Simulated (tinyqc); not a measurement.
Pair-potential crystal by lattice sums: one step, computed by the program tinyqc. Command: `OMP_NUM_THREADS=1 python tinyqc.py 3006783 3006784 out.jsonl pairsum walk`. One thread of a shared host (Intel(R) Xeon(R) Processor @ 2.30GHz), about 0.02 s of CPU time with the checks.

Energy per atom E = (1/2) sum over neighbours of phi(r); d is the nearest-neighbour distance.

Task: Energy and virial pressure. E = (1/2) sum count x phi; P = -(1/(6 Omega)) sum count x r phi', Omega = 0.707107 d^3.

Inputs (values chosen for the exercise, for model atoms): pair minimum r0 = 3.3 angstrom; trial neighbour distance d/r0 = 0.992.

Potential: Mie n-m. Structure: hcp.

Shells:
```
shell  count  r (angstrom)     phi (eV)  phi' (eV/angstrom)  phi'' (eV/angstrom^2)
1         12      3.273600  -0.06267747         -0.01655667              0.6354044
2          6      4.629570  -0.01113492          0.01786571             -0.0264897
3          2      5.345766  -0.00327506          0.00609932             -0.0093361
4         18      5.670042  -0.00172095          0.00366900             -0.0059321
5         12      6.268467  -0.00035182          0.00122473             -0.0027009
6          6      6.547200  -0.00010420          0.00058853             -0.0019142
```

Constants: 1 eV/angstrom^3 = 160.2176634 GPa.

Give: energy at the trial distance; pressure at the trial distance.

Result:

energy at the trial distance = -0.4307 eV/atom

pressure at the trial distance = -0.4314 GPa

The pressure is negative, so the lattice wants to contract.
